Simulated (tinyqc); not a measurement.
# Absorption edge of a degenerate semiconductor, band filling against gap narrowing: approximations to the Fermi level

n-type, parabolic bands, full ionisation. eta = (EF - Ec)/kB T solves N = Nc F12(eta), F12(x) = (2/sqrt(pi)) int_0^infinity sqrt(u)/(1 + exp(u - x)) du. The gap shrinks rigidly by dEg = a3 y^(1/3) + a4 y^(1/4) + a2 y^(1/2), y = N/1e18 cm^-3, an empirical law that is here taken as the true narrowing.

With u = N/Nc: Boltzmann ln u; Joyce-Dixon ln u + 0.353553 u - 4.95009e-3 u^2 + 1.48386e-4 u^3 - 4.42563e-6 u^4; degenerate limit (3 sqrt(pi) u/4)^(2/3). The Einstein ratio is D/(mu Vt) = F12/Fm, Fm(x) = dF12/dx = (1/sqrt(pi)) int_0^infinity u^(-1/2)/(1 + exp(u - x)) du.

Values chosen for this exercise:
- Nc = 1.67e18 cm^-3 (conduction-band density of states at 250 K, from me)

Result of one run:

| N (cm^-3) | N/Nc | eta | Boltzmann | Joyce-Dixon | degenerate | D/(mu Vt) |
|---|---|---|---|---|---|---|
| 5.2e19 | 31.14 | 11.90 | 3.438 | 9.967 | 11.97 | 8.025 |

What becomes of these results when the ionised donor density N is changed from 5.2e19 to 3.4e18 cm^-3, all else the same?

Result of the changed run:

| N (cm^-3) | N/Nc | eta | Boltzmann | Joyce-Dixon | degenerate | D/(mu Vt) |
|---|---|---|---|---|---|---|
| 3.4e18 | 2.036 | 1.411 | 0.7110 | 1.411 | 1.942 | 1.682 |

The whole series:

| N (cm^-3) | N/Nc | eta | Boltzmann | Joyce-Dixon | degenerate | D/(mu Vt) |
|---|---|---|---|---|---|---|
| 8.9e16 | 0.05329 | -2.913 | -2.932 | -2.913 | 0.1712 | 1.019 |
| 2.2e17 | 0.1317 | -1.980 | -2.027 | -1.980 | 0.3130 | 1.046 |
| 5.5e17 | 0.3293 | -0.9948 | -1.111 | -0.9948 | 0.5766 | 1.115 |
| 1.4e18 | 0.8383 | 0.1166 | -0.1764 | 0.1166 | 1.075 | 1.290 |
| 3.4e18 | 2.036 | 1.411 | 0.7110 | 1.411 | 1.942 | 1.682 |
| 8.5e18 | 5.090 | 3.315 | 1.627 | 3.315 | 3.577 | 2.591 |
| 2.1e19 | 12.57 | 6.407 | 2.532 | 6.379 | 6.538 | 4.454 |
| 5.2e19 | 31.14 | 11.90 | 3.438 | 9.967 | 11.97 | 8.025 |

Boltzmann is within 0.1 of eta up to N/Nc = 0.13, Joyce-Dixon within 0.01 up to 5.1, and the degenerate limit is off by 0.069 in the last row. The Einstein ratio rises from 1.02 to 8.02: degenerate carriers diffuse faster for the same mobility.

Range of the model: Band tails, non-parabolic bands and incomplete ionisation are left out.

Numbers from tinyqc (`OMP_NUM_THREADS=1 python tinyqc.py 2330113 2330114 out.jsonl`; about 0.01 s on one thread of a shared Intel Xeon 2.30GHz).
